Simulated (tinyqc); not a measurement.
What moves the exposure: standing waves and exposure in a photoresist film.

Normal incidence from air. Unexposed resist: N1 = n1 + i k1 with k1 = (A + B) lam/(4 pi), lam in micrometres. r01 = (1 - N1)/(1 + N1), t01 = 2/(1 + N1). Substrate Ns = ns + i ks: r12 = (N1 - Ns)/(N1 + Ns). With p = exp(2 pi i N1 d/lam), the field at depth z is E(z) = t01 [exp(2 pi i N1 z/lam) + r12 p^2 exp(-2 pi i N1 z/lam)]/(1 + r01 r12 p^2), the relative intensity I(z) = n1 |E(z)|^2 and the reflectance R = |(r01 + r12 p^2)/(1 + r01 r12 p^2)|^2.

Values chosen for the exercise (a resist on Si, indices near tabulated ones; shifted at random, so the results belong to these values and not to a real crystal): lam = 248 nm (vacuum wavelength); n1 = 1.735 (resist index); A = 0.03 1/micrometre (bleachable absorption (Dill A)); B = 1.05 1/micrometre (fixed absorption (Dill B)); d = 466 nm (resist thickness); ns = 1.577 (substrate n); ks = 3.559 (substrate k).

The mean of I is over 800 depths.

Results for these values:

| case | \|r12\|^2 | R | mean I | I at the bottom |
|---|---|---|---|---|
| base | 0.5272 | 0.1346 | 1.1333 | 0.3246 |

What happens to each result for ns = 1.735, all else kept?

Answer: |r12|^2 falls from 0.5272 to 0.5034; R falls from 0.1346 to 0.1243; mean I falls from 1.1333 to 1.1217; I at the bottom falls from 0.3246 to 0.3111.

The same for each parameter in turn:

| case | \|r12\|^2 | R | mean I | I at the bottom |
|---|---|---|---|---|
| base | 0.5272 | 0.1346 | 1.1333 | 0.3246 |
| d = 476 nm | 0.5272 | 0.2880 | 0.9212 | 0.2623 |
| n1 = 1.752 | 0.5249 | 0.2122 | 1.0306 | 0.2990 |
| B = 1.25 1/micrometre | 0.5254 | 0.1095 | 1.0482 | 0.2918 |
| ks = 3.203 | 0.4750 | 0.1306 | 1.0866 | 0.3548 |
| ns = 1.735 | 0.5034 | 0.1243 | 1.1217 | 0.3111 |

tinyqc: `OMP_NUM_THREADS=1 python tinyqc.py 1682679 1682680 out.jsonl`; about 0.01 s, one thread, shared Intel(R) Xeon(R) Processor @ 2.30GHz.
